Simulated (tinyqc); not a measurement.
Deep level with several charge states, and Shockley-Read-Hall recombination: one step. Charge states at a trial Fermi level. Four cases, with inputs chosen for the exercise.

Problem. Form the exponents, the shares, the mean charge and the residual of neutrality at EF = E_try.

Energies from Ev. The defect has charge states +1, 0, -1 with weights 1, gm exp((EF - E1)/kT), exp((2 EF - E1 - E2)/kT); the shares are the weights over their sum. Boltzmann carriers: n = Nc exp((EF - Eg)/kT), p = Nv exp(-EF/kT). Neutrality: p - n + Nd + Nt <q> = 0.

Constants: kB = 8.617333262e-05 eV/K.

Case 1.

Values chosen (gap and densities of states near those of Ge at this temperature; the results hold for these values, not for the real material): Eg = 0.649 eV (gap); Nc = 1.06e+19 1/cm^3 (conduction-band density of states); Nv = 5.09e+18 1/cm^3 (valence-band density of states); T = 300 K; E1 = 0.255 eV (level (+1/0) above Ev); E2 = 0.456 eV (level (0/-1) above Ev); gm = 1 (degeneracy of the middle state, the others 1); Nt = 2.9e+15 1/cm^3 (defects); Nd = -8.7e+14 1/cm^3 (ionised shallow donors minus acceptors); E_try = 0.138 eV (trial Fermi level).

Case 2.

Values chosen (gap and densities of states near those of Si at this temperature; the results hold for these values, not for the real material): Eg = 1.112 eV (gap); Nc = 3.5e+19 1/cm^3 (conduction-band density of states); Nv = 1.42e+19 1/cm^3 (valence-band density of states); T = 350 K; E1 = 0.544 eV (level (+1/0) above Ev); E2 = 0.782 eV (level (0/-1) above Ev); gm = 2 (degeneracy of the middle state, the others 1); Nt = 9e+13 1/cm^3 (defects); Nd = -1.1e+13 1/cm^3 (ionised shallow donors minus acceptors); E_try = 0.598 eV (trial Fermi level).

Case 3.

Values chosen (gap and densities of states near those of Si at this temperature; the results hold for these values, not for the real material): Eg = 1.109 eV (gap); Nc = 3.41e+19 1/cm^3 (conduction-band density of states); Nv = 1.42e+19 1/cm^3 (valence-band density of states); T = 350 K; E1 = 0.445 eV (level (+1/0) above Ev); E2 = 0.734 eV (level (0/-1) above Ev); gm = 2 (degeneracy of the middle state, the others 1); Nt = 2.7e+13 1/cm^3 (defects); Nd = 8.9e+12 1/cm^3 (ionised shallow donors minus acceptors); E_try = 0.388 eV (trial Fermi level).

Case 4.

Values chosen (gap and densities of states near those of Si at this temperature; the results hold for these values, not for the real material): Eg = 1.101 eV (gap); Nc = 3.42e+19 1/cm^3 (conduction-band density of states); Nv = 1.42e+19 1/cm^3 (valence-band density of states); T = 350 K; E1 = 0.491 eV (level (+1/0) above Ev); E2 = 0.72 eV (level (0/-1) above Ev); gm = 2 (degeneracy of the middle state, the others 1); Nt = 1.1e+13 1/cm^3 (defects); Nd = -1.9e+13 1/cm^3 (ionised shallow donors minus acceptors); E_try = 0.653 eV (trial Fermi level).

Give: exponents of the second and third weights; shares; <q>; n, p; residual.

Solution.

Case 1.

exponents of the second and third weights: -4.526  -16.827

shares: +1 0.9893, 0 0.0107, -1 0.0000

<q> = 0.9893

n, p (1/cm^3): 2.76e+10  2.45e+16

residual = 2.65e+16 1/cm^3

The residual is positive, so EF must rise.

Case 2.

exponents of the second and third weights: 1.790  -4.310

shares: +1 0.0769, 0 0.9220, -1 0.0010

<q> = 0.0759

n, p (1/cm^3): 1.39e+12  3.48e+10

residual = -5.52e+12 1/cm^3

The residual is negative, so EF must fall.

Case 3.

exponents of the second and third weights: -1.890  -13.362

shares: +1 0.7679, 0 0.2321, -1 0.0000

<q> = 0.7679

n, p (1/cm^3): 1.42e+09  3.68e+13

residual = 6.64e+13 1/cm^3

The residual is positive, so EF must rise.

Case 4.

exponents of the second and third weights: 5.371  3.150

shares: +1 0.0022, 0 0.9465, -1 0.0513

<q> = -0.0491

n, p (1/cm^3): 1.21e+13  5.62e+09

residual = -3.16e+13 1/cm^3

The residual is negative, so EF must fall.

Computed by tinyqc, one run a case: `OMP_NUM_THREADS=1 python tinyqc.py N N+1 out.jsonl` with N = 1682168, 1682274, 1682275, 1682468; one thread of a shared Intel(R) Xeon(R) Processor @ 2.30GHz, about 0.01 s a run at most.
